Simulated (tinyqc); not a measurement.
Transistor under a ferroelectric capacitor (negative capacitance), static model: two steps of the calculation.

A ferroelectric film of thickness tf lies between the gate and an inner metal at potential v, which drives an ordinary transistor. One domain, P = Q (background permittivity neglected): Vg = v + tf (2 al Q + 4 be Q^3), al = -3 sqrt(3) Ec/(4 Pr), be = 3 sqrt(3) Ec/(8 Pr^3). Gate charge Q(v) = Qi + Cp v with the channel charge Qi = Cox n Vt ln(1 + exp((v - VT)/(n Vt))). Q in uC/cm^2, E in kV/cm; 1 nm times 1 kV/cm is 1e-4 V. Domains, leakage and the switching time are left out.

Inputs (values chosen for the exercise); Pr and Ec close to those of hafnium oxide based films:
- T = 293 K (temperature)
- Cox = 2.6 uF/cm^2 (capacitance of the inner oxide)
- Cp = 1.1 uF/cm^2 (overlap capacitance per gate area)
- VT = 0.27 V (threshold of the inner transistor)
- n = 1.17 (subthreshold factor of the inner transistor)
- tf = 18 nm (ferroelectric thickness)
- Vg = 0.45 V (gate voltage)

Constants: q = 1.602176634e-19 C, kB = 1.380649e-23 J/K, Vt = kB T/q. Results are converted to the units shown.

Question 1. Gate voltage against inner potential. Q(v) and Vg(v) as above. C = dQ/dv = Cox/(1 + exp(-(v - VT)/(n Vt))) + Cp; dVg/dv = 1 + C tf (2 al + 12 be Q^2); gain = dv/dVg.

| point | v (V) |
|---|---|
| 0 | 0 |
| 1 | 0.15 |
| 2 | 0.3 |
| 3 | 0.45 |
| 4 | 0.6 |
| 5 | 0.75 |
| 6 | 0.9 |
| 7 | 1.05 |
| 8 | 1.2 |

al = -45.183934 kV cm/uC
be = 0.042706932 kV cm^5/uC^3

Find: Q; C; Vg; dVg/dv.

Answer 1.

| point | Q (uC/cm^2) | C (uF/cm^2) | Vg (V) | dVg/dv |
|---|---|---|---|---|
| 0 | 0.000 | 1.100 | 0.0000 | 0.8210 |
| 1 | 0.166 | 1.144 | 0.1229 | 0.8139 |
| 2 | 0.432 | 3.009 | 0.2298 | 0.5111 |
| 3 | 0.963 | 3.694 | 0.2936 | 0.4023 |
| 4 | 1.518 | 3.700 | 0.3542 | 0.4060 |
| 5 | 2.073 | 3.700 | 0.4155 | 0.4128 |
| 6 | 2.628 | 3.700 | 0.4781 | 0.4217 |
| 7 | 3.183 | 3.700 | 0.5422 | 0.4327 |
| 8 | 3.738 | 3.700 | 0.6080 | 0.4458 |

dVg/dv is positive at all listed points; its smallest value, 0.402, means a gain of 2.49. Minimising dVg/dv over v puts the thickness at which the fold first appears at 30.1 nm.

Question 2. Inner potential by Newton steps. f = v + tf (2 al Q + 4 be Q^3) - Vg, f' = 1 + C tf (2 al + 12 be Q^2) with C = Cox/(1 + exp(-(v - VT)/(n Vt))) + Cp; v(new) = v - f/f'.

v at the start = 0.45 V
al = -45.183934 kV cm/uC
be = 0.042706932 kV cm^5/uC^3

Give: Q; f; f'; v after iteration 1.

Answer 2.

Q = 0.96317 uC/cm^2
f = -0.15640 V
f' = 0.40226
v after iteration 1 = 0.83879 V

Computed by the program tinyqc: `OMP_NUM_THREADS=1 python tinyqc.py 2860010 2860011 out.jsonl`, one thread of a shared Intel Xeon 2.30GHz, about 0.03 s for the whole run.
